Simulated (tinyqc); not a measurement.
Coupled-perturbed Hartree-Fock on RHF in the 6-31g basis, for H2, spin multiplicity 1, step by step. Computed by tinyqc, a small Python program that keeps every step (integrals from PySCF). Settings: charge = 0, multiplicity = 1, basis = 6-31g, method = RHF, energy threshold = 1e-10, iteration cap = 63, orthogonalisation = symmetric, start = atomic densities, DIIS depth = 6. Command: `OMP_NUM_THREADS=1 python tinyqc.py 30060 30061 out.jsonl` (the two numbers bound the seeds that draw the settings). One thread of a shared host (Intel(R) Xeon(R) Processor @ 2.60GHz), about 0.1 s of CPU time with the checks. Later iterations appear only in the table of the cycle.

## One-electron integrals

Geometry (angstrom):
```
atom       x       y       z
H     0.0000  0.0000  0.0000
H     0.0000  0.0000  0.8200
```

Basis 6-31g: exponents (1/bohr^2) and contraction coefficients of normalised primitives:
```
element  l (shell)  exponent  coefficient
H            s (1)   18.7311       0.0335
H            s (1)    2.8254       0.2347
H            s (1)    0.6401       0.8138
H            s (2)    0.1613       1.0000
```

Overlap, kinetic and nuclear-attraction integrals over the contracted functions; the nuclear repulsion is the sum of Za Zb / Rab.

nuclear repulsion = 0.645338 hartree

overlap S, order 1H 1s, 1H 2s, 2H 1s, 2H 2s:
```
[[1.0000, 0.6583, 0.3862, 0.4801],
 [0.6583, 1.0000, 0.4801, 0.8240],
 [0.3862, 0.4801, 1.0000, 0.6583],
 [0.4801, 0.8240, 0.6583, 1.0000]]
```

kinetic energy T (hartree), order 1H 1s, 1H 2s, 2H 1s, 2H 2s:
```
[[1.3957, 0.2597, 0.1526, 0.1493],
 [0.2597, 0.2419, 0.1493, 0.1736],
 [0.1526, 0.1493, 1.3957, 0.2597],
 [0.1493, 0.1736, 0.2597, 0.2419]]
```

nuclear attraction V (hartree), order 1H 1s, 1H 2s, 2H 1s, 2H 2s:
```
[[-2.2929, -1.1484, -0.8437, -0.8676],
 [-1.1484, -1.1486, -0.8676, -0.9917],
 [-0.8437, -0.8676, -2.2929, -1.1484],
 [-0.8676, -0.9917, -1.1484, -1.1486]]
```

core Hamiltonian H = T + V (hartree), order 1H 1s, 1H 2s, 2H 1s, 2H 2s:
```
[[-0.8973, -0.8886, -0.6911, -0.7183],
 [-0.8886, -0.9066, -0.7183, -0.8181],
 [-0.6911, -0.7183, -0.8973, -0.8886],
 [-0.7183, -0.8181, -0.8886, -0.9066]]
```

## Two-electron integrals

Functions are numbered as in S; the eight-fold symmetry (ij|kl) = (ji|kl) = (kl|ij) leaves the list below.

Two-electron integrals (ij|kl) in chemists' order, unique and non-zero (hartree):
```
(11|11) 1.0766   (21|11) 0.5785   (21|21) 0.3294   (22|11) 0.5874
(22|21) 0.3613   (22|22) 0.4532   (31|11) 0.3360   (31|21) 0.1926
(31|22) 0.2122   (31|31) 0.1423   (32|11) 0.3120   (32|21) 0.1906
(32|22) 0.2332   (32|31) 0.1484   (32|32) 0.1742   (33|11) 0.6135
(33|21) 0.3832   (33|22) 0.4812   (33|31) 0.3360   (33|32) 0.4143
(33|33) 1.0766   (41|11) 0.4143   (41|21) 0.2369   (41|22) 0.2616
(41|31) 0.1484   (41|32) 0.1503   (41|33) 0.3120   (41|41) 0.1742
(42|11) 0.4589   (42|21) 0.2841   (42|22) 0.3617   (42|31) 0.1840
(42|32) 0.2127   (42|33) 0.4589   (42|41) 0.2127   (42|42) 0.3077
(43|11) 0.3832   (43|21) 0.2387   (43|22) 0.3029   (43|31) 0.1926
(43|32) 0.2369   (43|33) 0.5785   (43|41) 0.1906   (43|42) 0.2841
(43|43) 0.3294   (44|11) 0.4812   (44|21) 0.3029   (44|22) 0.4009
(44|31) 0.2122   (44|32) 0.2616   (44|33) 0.5874   (44|41) 0.2332
(44|42) 0.3617   (44|43) 0.3613   (44|44) 0.4532
```

## Orthogonalisation

S = U s U^T; symmetric (Loewdin) form X = U s^(-1/2) U^T, so that X^T S X = 1.

eigenvalues of S: [0.1127, 0.4458, 0.6772, 2.7643]

X, order 1H 1s, 1H 2s, 2H 1s, 2H 2s:
```
[[1.2737, -0.4984, -0.1395, 0.0583],
 [-0.4984, 1.8730, 0.0583, -0.9081],
 [-0.1395, 0.0583, 1.2737, -0.4984],
 [0.0583, -0.9081, -0.4984, 1.8730]]
```

## Starting guess

The start is atomic minimal-basis densities projected into this basis (PySCF's MINAO start) and scaled to the electron count of each spin; this density is not idempotent, so its energy is not variational and may lie below the converged one.

D at the start, order 1H 1s, 1H 2s, 2H 1s, 2H 2s:
```
[[0.2715, 0.2967, -0.0072, 0.0032],
 [0.2967, 0.3247, 0.0032, 0.0156],
 [-0.0072, 0.0032, 0.2715, 0.2967],
 [0.0032, 0.0156, 0.2967, 0.3247]]
```

## Iteration 1: building the Fock matrix

J_ij = sum D_kl (ij|kl), K_ij = sum D_kl (ik|jl); F = H + J - 0.5 K; E = tr D H + tr D J / 2 - 0.25 tr D K + E_nn.

Coulomb J (hartree), order 1H 1s, 1H 2s, 2H 1s, 2H 2s:
```
[[1.3907, 0.8228, 0.5544, 0.6182],
 [0.8228, 0.9730, 0.6182, 0.8310],
 [0.5544, 0.6182, 1.3907, 0.8228],
 [0.6182, 0.8310, 0.8228, 0.9730]]
```

exchange K (hartree), order 1H 1s, 1H 2s, 2H 1s, 2H 2s:
```
[[0.9323, 0.7634, 0.6097, 0.6664],
 [0.7634, 0.7362, 0.6664, 0.6989],
 [0.6097, 0.6664, 0.9323, 0.7634],
 [0.6664, 0.6989, 0.7634, 0.7362]]
```

Fock matrix F (hartree), order 1H 1s, 1H 2s, 2H 1s, 2H 2s:
```
[[0.0273, -0.4475, -0.4415, -0.4333],
 [-0.4475, -0.3017, -0.4333, -0.3366],
 [-0.4415, -0.4333, 0.0273, -0.4475],
 [-0.4333, -0.3366, -0.4475, -0.3017]]
```

total energy of this density = -0.793338 hartree

This density is the starting one; it is not idempotent, so its energy is not variational and may lie below the converged one.

## Iteration 1: diagonalisation and new density

Diagonalise F' = X^T F X, C = X C', fill 1 alpha and 1 beta electrons from the bottom; D = 2 C_occ C_occ^T. Each column has its largest component positive (the first on a tie).

F' = X^T F X (hartree):
```
[[0.5961, -0.5699, -0.3733, -0.0869],
 [-0.5699, 0.2662, -0.0869, -0.1927],
 [-0.3733, -0.0869, 0.5961, -0.5699],
 [-0.0869, -0.1927, -0.5699, 0.2662]]
```

orbital energies (hartree): [-0.5129, 0.1678, 0.8092, 1.2605]

coefficients C, order 1H 1s, 1H 2s, 2H 1s, 2H 2s:
```
[[0.3020, 0.1786, 0.8055, -1.0591],
 [0.3018, 1.4811, -0.6865, 1.3522],
 [0.3020, -0.1786, 0.8055, 1.0591],
 [0.3018, -1.4811, -0.6865, -1.3522]]
```

D after iteration 1, order 1H 1s, 1H 2s, 2H 1s, 2H 2s:
```
[[0.1824, 0.1823, 0.1824, 0.1823],
 [0.1823, 0.1821, 0.1823, 0.1821],
 [0.1824, 0.1823, 0.1824, 0.1823],
 [0.1823, 0.1821, 0.1823, 0.1821]]
```

## Iteration 5 (converged): orbitals

converged F (hartree), order 1H 1s, 1H 2s, 2H 1s, 2H 2s:
```
[[0.0104, -0.4807, -0.5140, -0.4841],
 [-0.4807, -0.3329, -0.4841, -0.3743],
 [-0.5140, -0.4841, 0.0104, -0.4807],
 [-0.4841, -0.3743, -0.4807, -0.3329]]
```

As before.

F' = X^T F X (hartree):
```
[[0.6165, -0.5767, -0.4383, -0.1144],
 [-0.5767, 0.2676, -0.1144, -0.2043],
 [-0.4383, -0.1144, 0.6165, -0.5767],
 [-0.1144, -0.2043, -0.5767, 0.2676]]
```

orbital energies (hartree): [-0.5726, 0.2168, 0.8142, 1.3098]

coefficients C, order 1H 1s, 1H 2s, 2H 1s, 2H 2s:
```
[[0.3141, 0.1379, 0.8008, -1.0651],
 [0.2914, 1.5317, -0.6910, 1.2946],
 [0.3141, -0.1379, 0.8008, 1.0651],
 [0.2914, -1.5317, -0.6910, -1.2946]]
```

D after iteration 5, order 1H 1s, 1H 2s, 2H 1s, 2H 2s:
```
[[0.1974, 0.1830, 0.1974, 0.1830],
 [0.1830, 0.1698, 0.1830, 0.1698],
 [0.1974, 0.1830, 0.1974, 0.1830],
 [0.1830, 0.1698, 0.1830, 0.1698]]
```

## Convergence

Stop when the energy changes by less than 1e-10 hartree and every element of the error matrix X^T (F D S - S D F) X is below 3e-06.

Course of the cycle:
```
iteration  E (hartree)     change  largest element of the error matrix
1            -0.793338          -                             1.02e-01
2            -1.121343  -3.28e-01                             1.78e-02
3            -1.121874  -5.31e-04                             2.19e-03
4            -1.121882  -8.15e-06                             1.32e-06
5            -1.121882  -2.42e-12                             5.71e-07
```

PySCF RHF in the same basis = -1.121882 hartree

Converged in 5 iterations.

## Populations, bond orders and dipole

Mulliken: Z minus the diagonal of D S on the atom; Loewdin: the same with S^(1/2) D S^(1/2); Mayer order: 2 sum_s sum (D(s) S)_ij (D(s) S)_ji over the two atoms.

Charges (e):
```
atom  Mulliken  Loewdin
1H           0        0
2H           0        0
```

Mayer bond orders:
```
pair   order
2-1   1.0000
```

dipole moment about the origin, x y z (debye): [0.0000, 0.0000, 0.0000]

## Integrals over molecular orbitals

(pq|rs) = sum C_ip C_jq C_kr C_ls (ij|kl), one index at a time.

one-electron integrals over orbitals h = C^T H C (hartree):
```
[[-1.1946, 0.0000, -0.1569, 0.0000],
 [0.0000, -0.5673, 0.0000, 0.2044],
 [-0.1569, 0.0000, -0.1275, 0.0000],
 [0.0000, 0.2044, 0.0000, 0.1749]]
```

Two-electron integrals over orbitals (pq|rs), unique and non-zero (hartree):
```
(11|11) 0.6219    (21|21) 0.0886    (22|11) 0.4364    (22|22) 0.3901
(31|11) 0.1569    (31|22) 0.0557    (31|31) 0.1050    (32|21) -0.0119
(32|32) 0.0346    (33|11) 0.5233    (33|22) 0.3870    (33|31) 0.1199
(33|33) 0.4661    (41|21) -0.0806   (41|32) -0.0304   (41|41) 0.1292
(42|11) -0.1425   (42|22) -0.0601   (42|31) -0.0766   (42|33) -0.1049
(42|42) 0.0727    (43|21) -0.0946   (43|32) -0.0114   (43|41) 0.1252
(43|43) 0.1418    (44|11) 0.6321    (44|22) 0.4450    (44|31) 0.1924
(44|33) 0.5462    (44|42) -0.1677   (44|44) 0.7050
```

## Response to a field: uncoupled start

dipole integrals <a|z|i> (bohr), order a2, a3, a4:
```
[[-1.0841],
 [0.0000],
 [0.1714]]
```

Field along z; U_ai = -mu_ai / (e_a - e_i), alpha = -4 sum U_ai mu_ai.

uncoupled U, order a2, a3, a4:
```
[[1.3732],
 [0.0000],
 [-0.0910]]
```

uncoupled polarisability = 6.0170 bohr^3

## Coupled step 1

U_ai = -(mu_ai + sum_bj [4 (ai|bj) - (ab|ij) - (aj|bi)] U_bj) / (e_a - e_i); alpha = -4 sum U_ai mu_ai.

U after step 1, order a2, a3, a4:
```
[[1.6582],
 [0.0000],
 [-0.0303]]
```

polarisability = 7.2111 bohr^3

## Coupled step 2

As before.

U after step 2, order a2, a3, a4:
```
[[1.7273],
 [0.0000],
 [-0.0074]]
```

polarisability = 7.4953 bohr^3

## Coupled polarisability

Repeat until U stops changing; compare with -d2E/dF2.

Course of the coupled iterations:
```
step  alpha (bohr^3)
0             6.0170
1             7.2111
2             7.4953
3             7.5680
4             7.5871
5             7.5921
6             7.5934
7             7.5938
8             7.5939
9             7.5939
10            7.5939
11            7.5939
12            7.5939
13            7.5939
14            7.5939
```

coupled polarisability = 7.5939 bohr^3

finite-field check, fields of +/-0.001 au = 7.5939 bohr^3
